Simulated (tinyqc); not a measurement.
# Worked calculation: quantum point contact as a saddle point with Zeeman splitting

Program tinyqc, `OMP_NUM_THREADS=1 python tinyqc.py 2740027 2740028 out.jsonl`; Intel Xeon 2.30GHz, shared host, one thread, about 0.02 s. Printed values are rounded.

Potential V0 - m wx^2 x^2/2 + m wy^2 y^2/2; energies are counted from V0. Mode n = 0, 1, ... transmits T_n(E) = 1/(1 + exp(-2 pi (E - E_n)/wx)), E_n = wy (n + 1/2) +/- Ez/2 for the two spins, Ez = gs muB B, muB = q hbar/(2 m0); each spin carries q^2/h.

Values chosen for this exercise:
- T = 0.5 K (temperature)
- wy = 5.6 meV (transverse quantum hbar wy)
- wx = 6 meV (curvature of the barrier hbar wx)
- mu = 1.81 meV (Fermi level above the saddle point)
- gs = 4.2 (size of the g factor)
- B = 4 T (in-plane magnetic field)
- nE = 15 (points of the energy grid)
- xm = 8 (half-range of the grid in kB T)

Constants: q = 1.602176634e-19 C, kB = 1.380649e-23 J/K, hbar = 1.054571817e-34 J s, h = 6.62607015e-34 J s, m0 = 9.1093837015e-31 kg, Vt = kB T/q. Results are converted to the units shown.

Range of the model: Orbital effects of the in-plane field and interactions (such as the 0.7 feature) are left out.

## Transmissions at the Fermi level

At zero temperature g = G/(2 q^2/h) = (1/2) sum T_n(mu); Fano factor sum T_n (1 - T_n)/sum T_n. Modes beyond those listed are in the sums but add less than 1e-4 to g.

```
mode,E_n (meV),T_n
0-,2.313776,0.3710878
1-,7.913776,0.0016723
0+,3.286224,0.1756795
1+,8.886224,0.0006047
```

g = 0.27453
G = 21.270 uS
Fano factor = 0.6930

## Thermal average on a coarse grid

g(T) = int g(E) (-df/dE) dE = int g(mu + x kB T) dx/(4 cosh^2(x/2)), g(E) the zero-temperature value at E, g = G/(2 q^2/h). Simpson's rule on nE equally spaced x from -xm to xm.

```
point,x,E (meV),g(E),weight
0,-8.000000,1.465307,0.2111713,0.0003352
1,-6.857143,1.514549,0.2195534,0.0010497
2,-5.714286,1.563790,0.2281619,0.0032769
3,-4.571429,1.613032,0.2369954,0.0101325
4,-3.428571,1.662274,0.2460516,0.0304275
5,-2.285714,1.711516,0.2553277,0.0837913
6,-1.142857,1.760758,0.2648203,0.1833308
7,0.000000,1.810000,0.2745254,0.2500000
8,1.142857,1.859242,0.2844384,0.1833308
9,2.285714,1.908484,0.2945540,0.0837913
10,3.428571,1.957726,0.3048663,0.0304275
11,4.571429,2.006968,0.3153688,0.0101325
12,5.714286,2.056210,0.3260545,0.0032769
13,6.857143,2.105451,0.3369157,0.0010497
14,8.000000,2.154693,0.3479442,0.0003352
```

integral of the weight = 1.001371
g(T) = 0.2751574
g(T) divided by the integral of the weight = 0.2747807

A converged quadrature gives 0.27479; this grid is 0.13 % above that, and its weight integrates to 1.001 in place of 1.
